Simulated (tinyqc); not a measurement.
Gaps across the alloy: alloy A(1-x)B(x) by interpolation with bowing.

Each gap follows E(x) = (1 - x) E_A + x E_B - C x (1 - x); the lattice constant follows Vegard, a(x) = (1 - x) a_A + x a_B.

Constants: hc = 1239.841984 eV nm.

Inputs chosen for the exercise (A near GaAs, B near InAs; shifted at random, so the results belong to these values and not to a real crystal): a = (5.645, 6.051) angstrom (lattice constant of A, B); Eg = (1.521, 0.411) eV (gap at Gamma to the s-like level of A, B); EgX = (1.959, 1.444) eV (gap to the lowest valley along Gamma-X of A, B); EgL = (1.809, 1.142) eV (gap to L of A, B); C = (0.555, 1.411, 0.362) eV (bowing of the Gamma, X and L gaps).

Eleven compositions.

Gaps (eV):
```
x    a (angstrom)  Gamma      X      L  lowest  wavelength (nm)
0.0        5.6450  1.521  1.959  1.809   Gamma              815
0.1        5.6856  1.360  1.781  1.710   Gamma              912
0.2        5.7262  1.210  1.630  1.618   Gamma             1024
0.3        5.7668  1.071  1.508  1.533   Gamma             1157
0.4        5.8074  0.944  1.414  1.455   Gamma             1314
0.5        5.8480  0.827  1.349  1.385   Gamma             1499
0.6        5.8886  0.722  1.311  1.322   Gamma             1718
0.7        5.9292  0.627  1.302  1.266   Gamma             1976
0.8        5.9698  0.544  1.321  1.217   Gamma             2278
0.9        6.0104  0.472  1.369  1.176   Gamma             2627
1.0        6.0510  0.411  1.444  1.142   Gamma             3017
```

What does the comparison show, and why?

The lowest valley is Gamma at every x. The Gamma gap is monotonic, since its bowing (0.555 eV) is smaller than the difference of the end gaps (1.110 eV); at x = 0.5 bowing lowers it by C/4 = 0.139 eV.

tinyqc: `OMP_NUM_THREADS=1 python tinyqc.py 1050378 1050379 out.jsonl`; about 0.01 s, one thread, shared Intel(R) Xeon(R) Processor @ 2.30GHz.
